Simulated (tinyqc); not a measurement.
RKS/BP86 in the sto-3g basis, for H3-, spin multiplicity 1, step by step. The basis has no diffuse functions, so it cannot describe the extra electron: this is an exercise in the method, not the real anion. One step of it, computed by the program tinyqc.

Problem. Iteration 15 (converged): orbitals. Diagonalise F' = X^T F X, C = X C', fill 2 alpha and 2 beta electrons from the bottom; D = 2 C_occ C_occ^T. Each column has its largest component positive (the first on a tie).

converged F (hartree), lower triangle:
```
           1H 1s      2H 1s     3H 1s
1H 1s   0.229550
2H 1s  -0.053721   0.292337
3H 1s  -0.053721  -0.025364  0.292337
```

X, lower triangle:
```
           1H 1s     2H 1s     3H 1s
1H 1s   1.162373
2H 1s  -0.251401  1.078462
3H 1s  -0.251401  0.039737  1.078462
```

Give: F' = X^T F X; orbital energies; coefficients C; D after iteration 15.

Solution.

F' = X^T F X (hartree), lower triangle:
```
         1       2       3
1   0.4067
2  -0.2187  0.3830
3  -0.2187  0.0402  0.3830
```

orbital energies (hartree): MO1 0.1055, MO2 0.3428, MO3 0.7244

coefficients C:
```
          MO1      MO2      MO3
1H 1s  0.5848   0.0000   1.0656
2H 1s  0.3714   0.7345  -0.7419
3H 1s  0.3714  -0.7345  -0.7419
```

D after iteration 15, lower triangle:
```
        1H 1s    2H 1s   3H 1s
1H 1s  0.6840
2H 1s  0.4345   1.3549
3H 1s  0.4345  -0.8030  1.3549
```
